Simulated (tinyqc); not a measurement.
Changing the magnetic field B: Hall effect and magnetoresistance of several carrier groups with constant relaxation times. Computed by tinyqc, a small Python program. Command: `OMP_NUM_THREADS=1 python tinyqc.py 3001695 3001696 out.jsonl hall2 sweep`. One thread of a shared host (Intel(R) Xeon(R) Processor @ 2.30GHz), about 0.01 s of CPU time with the checks.

Group 1 has charge -e and group 2 charge +e; s_i is that sign. B lies along z; mu B is formed with mu in m^2/(V s).

Inputs (values chosen for the exercise, for a model conductor):
```
quantity        value        unit
density n1    6.2e+13      1/cm^2
mobility mu1   120000  cm^2/(V s)
density n2    6.2e+13      1/cm^2
mobility mu2     9400  cm^2/(V s)
```

Carriers: compensated semimetal. Densities: per area (a thin layer).

Constants: e = 1.602176634e-19 C.

Method. sigma_xx = sum n_i e mu_i/(1 + mu_i^2 B^2); sigma_xy = sum s_i n_i e mu_i^2 B/(1 + mu_i^2 B^2). rho_xx = sigma_xx/(sigma_xx^2 + sigma_xy^2); Hall coefficient R_H = sigma_xy/(B (sigma_xx^2 + sigma_xy^2)), with B in V s/cm^2 (1 T = 1e-4 V s/cm^2); magnetoresistance MR = rho_xx(B)/rho_xx(0) - 1. Apparent density 1/(e |R_H|); Hall mobility |R_H|/rho_xx.

One run for each value; columns: (1) magnetic field B (T); (2) magnetoresistance MR (%); (3) apparent density (1/cm^2); (4) Hall mobility (cm^2/(V s)); (5) Hall coefficient R_H (cm^2/C):
```
(1)            (2)         (3)         (4)     (5)
0.0042  1.9898e-02  7.2539e+13  1.1058e+05  -86044
0.0093  9.7561e-02  7.2539e+13  1.1049e+05  -86044
0.021   4.9745e-01  7.2539e+13  1.1005e+05  -86044
0.046   2.3868e+00  7.2539e+13  1.0802e+05  -86044
0.1     1.1280e+01  7.2539e+13  9.9389e+04  -86044
0.23    5.9671e+01  7.2539e+13  6.9267e+04  -86044
0.51    2.9339e+02  7.2539e+13  2.8114e+04  -86044
1.1     1.3649e+03  7.2539e+13  7.5501e+03  -86044
2.5     7.0500e+03  7.2539e+13  1.5469e+03  -86044
```

What does the table show, and why?

Over the rows, magnetoresistance MR (%) rises from 0.0199 to 7050 (exponent d ln y / d ln x about 2.0 throughout); apparent density (1/cm^2) does not change; Hall mobility (cm^2/(V s)) falls from 111000 to 1550 (exponent d ln y / d ln x -9.8e-4 between the first rows and -1.9 between the last). The exponent of magnetoresistance MR stays at 2: the quadratic law.
